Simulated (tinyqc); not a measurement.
## Short-channel transistor, virtual-source model with series resistance: effect of the threshold at zero drain voltage on the on and off currents

The current per gate width is the charge at the top of the source barrier (the virtual source) times its velocity times a saturation function; al and be are fitting constants of the model. Units: I in uA/um, Rs in ohm um, so I Rs = 1e-6 I Rs in volts; Q in uC/cm^2, so I = 1e-4 Q vx0 Fsat with vx0 in cm/s.

Intrinsic voltages Vg' = Vgs - I Rs, Vd' = Vds - 2 I Rs. n = n0 + nd Vd', VT = VT0 - dl Vd', Ff = 1/(1 + exp((Vg' - VT + al Vt/2)/(al Vt))), Q = Cinv n Vt ln(1 + exp((Vg' - VT + al Vt Ff)/(n Vt))), Vdsat = (vx0 L/mu)(1 - Ff) + Vt Ff, Fsat = u/(1 + u^be)^(1/be) with u = Vd'/Vdsat, and I = Q vx0 Fsat per width. I is solved self-consistently. Ion is I at Vgs = Vds = 0.5 V, Ioff at Vgs = 0, Vds = 0.5 V, and Rlin = Vds/I at Vgs = 0.5 V, Vds = 0.05 V.

Values chosen for this exercise:
- T = 273 K (temperature)
- Cinv = 1.37 uF/cm^2 (inversion capacitance)
- vx0 = 1.69e7 cm/s (velocity at the virtual source)
- mu = 180 cm^2/(V s) (apparent mobility)
- L = 16 nm (channel length)
- dl = 0.036 V/V (drain-induced barrier lowering)
- n0 = 1.56 (subthreshold factor)
- nd = 0.2 1/V (growth of n with drain voltage)
- al = 3.5 (threshold shift (in units of Vt) from weak to strong inversion)
- be = 1.6 (sharpness of saturation)
- Rs = 30 ohm um (series resistance of each contact)

Constants: q = 1.602176634e-19 C, kB = 1.380649e-23 J/K, Vt = kB T/q. Results are converted to the units shown.

Effect of the threshold at zero drain voltage on the on and off currents:

| VT0 (V) | Ion (uA/um) | Ioff (nA/um) | log10(Ion/Ioff) | Rlin (ohm um) |
|---|---|---|---|---|
| 0.15 | 726.2 | 1.350e4 | 1.731 | 258.9 |
| 0.2 | 630.4 | 4886 | 2.111 | 291.0 |
| 0.25 | 535.3 | 1591 | 2.527 | 333.9 |
| 0.3 | 441.5 | 484.0 | 2.960 | 393.4 |
| 0.35 | 350.3 | 141.5 | 3.394 | 479.6 |
| 0.4 | 263.6 | 40.45 | 3.814 | 611.9 |
| 0.45 | 184.6 | 11.42 | 4.209 | 830.3 |
| 0.5 | 117.5 | 3.200 | 4.565 | 1227 |

What does the table show?

As VT0 goes from 0.15 to 0.5 V, Ion falls from 726 to 117 uA/um, Ioff falls from 13500 to 3.20 nA/um and Rlin rises from 259 to 1230 ohm um. Ion changes by a factor of 0.162 and Ioff by 2.37e-4. The off current depends on it through an exponential, the on current about linearly. For VT0 = 0.15 to 0.25 V the off current passes 1 uA/um, so the device is hardly off at Vgs = 0.

Program tinyqc, `OMP_NUM_THREADS=1 python tinyqc.py 2380008 2380009 out.jsonl`; Intel Xeon 2.30GHz, shared host, one thread, about 0.01 s.
